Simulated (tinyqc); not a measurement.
Inside a calculation. Method: FCI on RHF in the sto-3g basis, for H3+, spin multiplicity 1. One step of it, computed by the program tinyqc.

Question. FCI: roots. Diagonalise (each vector has its largest component positive (the first on a tie)); all determinants have Ms = 0, so triplets appear too. The lowest singlet root is the correlation energy.

Occupation strings over the orbitals (2 doubly, a alpha, b beta, 0 empty; spin orbitals ordered 1a 1b 2a 2b ...): 200 ab0 a0b ba0 b0a 020 0ab 0ba 002

H - E(HF) between determinants (hartree):
```
           200        ab0        a0b        ba0        b0a        020        0ab        0ba
200   0.000000   0.000000   0.000000   0.000000   0.000000   0.144413   0.000011  -0.000011
ab0   0.000000   0.473456  -0.000008  -0.144413  -0.000011   0.000143  -0.118804   0.117314
a0b   0.000000  -0.000008   0.907787  -0.000011  -0.137553  -0.118804  -0.000049   0.000063
ba0   0.000000  -0.144413  -0.000011   0.473456  -0.000008  -0.000143   0.117314  -0.118804
b0a   0.000000  -0.000011  -0.137553  -0.000008   0.907787   0.118804   0.000063  -0.000049
020   0.144413   0.000143  -0.118804  -0.000143   0.118804   1.066369  -0.000093   0.000093
0ab   0.000011  -0.118804  -0.000049   0.117314   0.000063  -0.000093   1.374134  -0.119438
0ba  -0.000011   0.117314   0.000063  -0.118804  -0.000049   0.000093  -0.119438   1.374134
002   0.137553  -0.000063   0.030462   0.000063  -0.030462   0.119438   0.000030  -0.000030

           002
200   0.137553
ab0  -0.000063
a0b   0.030462
ba0   0.000063
b0a  -0.030462
020   0.119438
0ab   0.000030
0ba  -0.000030
002   1.860669
```

Give: lowest roots of this matrix, relative to E(HF); lowest vectors; <S^2> of these roots; weight of the ground state by excitation level 0, 1, 2, ....

Answer.

lowest roots of this matrix, relative to E(HF) (hartree): -0.0273  0.3290  0.5583  0.7702  0.8820  1.2259  1.2547  1.5532

lowest vectors:
```
      root 1  root 2   root 3  root 4
200   0.9898  0.0000  -0.0001  0.0000
ab0   0.0000  0.7071   0.6856  0.0000
a0b  -0.0122  0.0000  -0.0001  0.7071
ba0   0.0000  0.7071  -0.6856  0.0000
b0a   0.0122  0.0000   0.0001  0.7071
020  -0.1264  0.0000  -0.0004  0.0000
0ab   0.0000  0.0011   0.1731  0.0000
0ba   0.0000  0.0011  -0.1731  0.0000
002  -0.0637  0.0000   0.0001  0.0000
```

<S^2> of these roots: 0.0000  2.0000  0.0000  2.0000  0.0000  0.0000  2.0000  0.0000

weight of the ground state by excitation level 0, 1, 2, ...: 0.9797  0.0003  0.0200
